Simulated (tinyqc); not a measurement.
Carrier lifetime from Shockley-Read-Hall, radiative, Auger and surface recombination: one step, computed by the program tinyqc.

Energies are counted from the top of the valence band. Boltzmann statistics, full ionisation, and equal excess densities of electrons and holes.

Task: Capture times and SRH densities. v = sqrt(3 k_B T/m) with m_e or m_h; tau_n0 = 1/(sigma_n v_n N_t), tau_p0 = 1/(sigma_p v_p N_t); n1 = N_c exp(-(E_g - E_t)/k_B T), p1 = N_v exp(-E_t/k_B T).

Inputs (values chosen for the exercise, for a model semiconductor): gap E_g = 1.24 eV; electron mass m_e = 0.249 m_0; hole mass m_h = 0.817 m_0; temperature T = 250 K; trap level E_t = 0.198 eV; trap density N_t = 1.2e+14 cm^-3; electron cross-section sigma_n = 5.5e-15 cm^2; hole cross-section sigma_p = 1.8e-15 cm^2.

Doping: p-type. Surface term: none.

N_c = 1.423149e+19 cm^-3

N_v = 1.409721e+19 cm^-3

Constants: k_B = 1.380649e-23 J/K; m_0 = 9.1093837015e-31 kg; k_B = 8.617333262e-05 eV/K.

Give: v_n; v_p; tau_n0; tau_p0; n1; p1.

Result:

v_n = 2.137e+07 cm/s

v_p = 1.180e+07 cm/s

tau_n0 = 7.091e-08 s

tau_p0 = 3.925e-07 s

n1 = 0.01404 cm^-3

p1 = 1.438e+15 cm^-3
